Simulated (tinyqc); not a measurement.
Where a fixed hold relaxes most: thermal stress and diffusional relaxation in a metal film: Coble and Nabarro-Herring creep, cooling and holds. Computed by tinyqc, a small Python program. Command: `OMP_NUM_THREADS=1 python tinyqc.py 3018066 3018067 out.jsonl creep walk`. One thread of a shared host (Intel(R) Xeon(R) Processor @ 2.30GHz), about 0.05 s of CPU time with the checks.

A thin film on a rigid substrate is stress-free at T0. Tension is positive and the film creeps linearly: d sigma/dt = -M (mismatch) dT/dt - sigma/tau.

Inputs (values chosen for the exercise, modelled on aluminium films on silicon): biaxial modulus M = 101 GPa; expansion mismatch = 20.1 1e-6/K; atomic volume Omega = 16.6 angstrom^3; lattice prefactor D0 = 0.00019 m^2/s; lattice energy E = 1.49 eV; boundary prefactor (delta D_b)0 = 5.1e-14 m^3/s; boundary energy E_b = 0.905 eV; grain size d = 0.18 um; stress-free temperature T0 = 400 C; hold temperature T = 140 C; hold time t = 0.01 h; yield stress = 520 MPa.

Constants: k_B = 1.380649e-23 J/K; k_B = 8.617333262e-05 eV/K.

Method:
- Thermoelastic slope = M x mismatch; sigma_0 = slope x (T0 - T).
- Creep rate per stress: Nabarro-Herring 14 D Omega/(k_B T d^2), Coble (14 pi) delta D_b Omega/(k_B T d^3), with D = D0 exp(-E/(k_B T)), delta D_b = (delta D_b)0 exp(-E_b/(k_B T)); 1/tau = M x (sum of both)/2 (biaxial strain rate is half the uniaxial one).
- Temperatures in kelvin are T(C) + 273.15.
- For each hold temperature: sigma_0 = slope (T0 - T), relaxed stress sigma_0 (1 - exp(-t/tau)), initial rate sigma_0/tau. In confined lines the relaxed part appears as void volume.

thermoelastic slope = 2.0301 MPa/K

Holds:
```
T (C)  sigma_0 (MPa)     tau (h)  relaxed (MPa)  initial rate (MPa/h)
25          761.2875  7.0380e+00     1.0809e+00            1.0817e+02
65          680.0835  1.2375e-01     5.2793e+01            5.4955e+03
105         598.8795  5.1804e-03     5.1198e+02            1.1561e+05
145         517.6755  4.0201e-04     5.1768e+02            1.2877e+06
185         436.4715  4.9156e-05     4.3647e+02            8.8793e+06
225         355.2675  8.4815e-06     3.5527e+02            4.1887e+07
265         274.0635  1.9111e-06     2.7406e+02            1.4341e+08
305         192.8595  5.3163e-07     1.9286e+02            3.6277e+08
345         111.6555  1.7512e-07     1.1166e+02            6.3759e+08
385          30.4515  6.6167e-08     3.0451e+01            4.6022e+08
```

What does the comparison show, and why?

The relaxed stress peaks at 145 C among these rows: colder holds have more stress but slower diffusion, hotter ones faster diffusion but less stress. The initial rate peaks about k_B T^2/E_b = 43 K below T0 when boundaries dominate; its largest row is 345 C. Caution: the elastic stress exceeds the yield stress, so dislocation glide would cap it first. Caution: dislocation glide would cap stresses above the yield stress; capping layers can block the surface and boundary paths, and threshold stresses are ignored.

Extremes, crossings and ranges named in words are read from the listed rows.
